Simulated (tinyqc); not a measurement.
All together: low-temperature mobility of a two-dimensional electron gas with static screening. Computed by tinyqc, a small Python program. Command: `OMP_NUM_THREADS=1 python tinyqc.py 3029812 3029813 out.jsonl twodeg walk`. One thread of a shared host (Intel(R) Xeon(R) Processor @ 2.30GHz), about 0.01 s of CPU time with the checks.

One subband is filled, the gas is degenerate and scatters at the Fermi circle; one permittivity serves on both sides of the interface. All formulas are in SI units, masses times m_0. Piezoelectric and polar phonons are left out, and n_s is taken as set by a gate, independent of N_i.

Inputs (values chosen for the exercise, modelled on an InAs channel):
```
quantity                                        value    unit
in-plane mass m                                0.0301     m_0
mass across the layer m_z                      0.0307     m_0
permittivity eps                                 14.9       -
valley degeneracy g_v                               1       -
sheet density n_s                             1.4e+12  1/cm^2
depletion charge N_d                          7.5e+10  1/cm^2
roughness height Delta                           0.51      nm
correlation length Lambda                          11      nm
remote charge density N_i                     3.7e+10  1/cm^2
distance d of the charges from the interface       54      nm
density rho                                      5680  kg/m^3
sound velocity v_l                               4170     m/s
deformation potential D_A                         6.3      eV
temperature T                                      40       K
```

Wave function: Fang-Howard. Roughness spectrum: Gaussian.

Constants: m_0 = 9.1093837015e-31 kg; e = 1.602176634e-19 C; eps_0 = 8.8541878128e-12 F/m; hbar = 1.054571817e-34 J s; k_B = 1.380649e-23 J/K.

Method:
- k_F = sqrt(2 pi n_s/g_v); E_F = hbar^2 k_F^2/(2 m); q_TF = g_v m e^2/(2 pi eps eps_0 hbar^2); Fang-Howard parameter b = [12 m_z e^2 (N_d + 11 n_s/32)/(eps eps_0 hbar^2)]^(1/3), mean depth 3/b; effective field F = e (N_d + n_s/2)/(eps eps_0).
- Form factors with u = q/b: screening G(q) = [1 + 9u/8 + 3u^2/8]/(1 + u)^3, remote charge P(q) = exp(-q d)/(1 + u)^3. Dielectric function eps(q) = 1 + q_TF G(q)/q, with q = 2 k_F sin(theta/2).
- Roughness: <|U|^2> = (e F)^2 S(q), S = pi Delta^2 Lambda^2 exp(-q^2 Lambda^2/4).
- 1/tau_t = (m/(pi hbar^3)) int_0^pi (1 - cos theta) <|U|^2>/eps(q)^2 dtheta; the quantum rate 1/tau_q drops the factor (1 - cos theta); 200 Gauss-Legendre points in s with theta = pi s^2, s from 0 to 1; mu = e tau_t/m.
- Remote charges: <|U|^2> = N_i [e^2 P(q)/(2 eps eps_0 q)]^2.
- Unscreened deformation potential in equipartition: 1/tau = m D_A^2 k_B T I/(rho v_l^2 hbar^3), I = int |psi|^4 dz = 3 b/16 for the Fang-Howard function (used for both wave-function options); mu = e tau/m. Bloch-Grueneisen temperature T_BG = 2 hbar v_l k_F/k_B.
- At the Fermi circle the rates add, so 1/mu is the sum; sheet resistance 1/(n_s e mu); mean free path hbar k_F mu/e; the quantum time adds the rates 1/tau_q, with the isotropic acoustic rate e/(m mu).

roughness mobility = 893538 cm^2/(V s)

remote-charge mobility = 9.41174e+08 cm^2/(V s)

acoustic mobility = 7.32034e+06 cm^2/(V s)

k_F = 0.296588 1/nm

tau_q, roughness = 2.62244 ps

tau_q, charges = 9.34070 ps

Mobilities:
```
process           mu (cm^2/(V s))  share of 1/mu (%)
roughness              8.9354e+05             89.046
remote charges         9.4117e+08           0.084539
acoustic phonons       7.3203e+06             10.869
```

mobility mu = 7.9566e+05 cm^2/(V s)

sheet resistance = 5.6032 ohm

mean free path = 15533 nm

Dingle ratio tau_t/tau_q = 6.7589

What does the comparison show, and why?

The largest single share of 1/mu (89 %) belongs to roughness: the field presses the gas against the interface, and the rate goes as F^2. The Dingle ratio of 6.76 marks small-angle scattering by a smooth potential. Caution: E_F exceeds 100 meV in a band of small mass, where non-parabolicity and upper valleys, left out here, matter. Caution: E_F exceeds 1.1 (hbar^2 e^2 F^2/2 m_z)^(1/3), of the order of the first subband spacing (1.75 times that in a triangular well, less with self-consistent band bending), so a second subband may fill.

Extremes, crossings and ranges named in words are read from the listed rows.
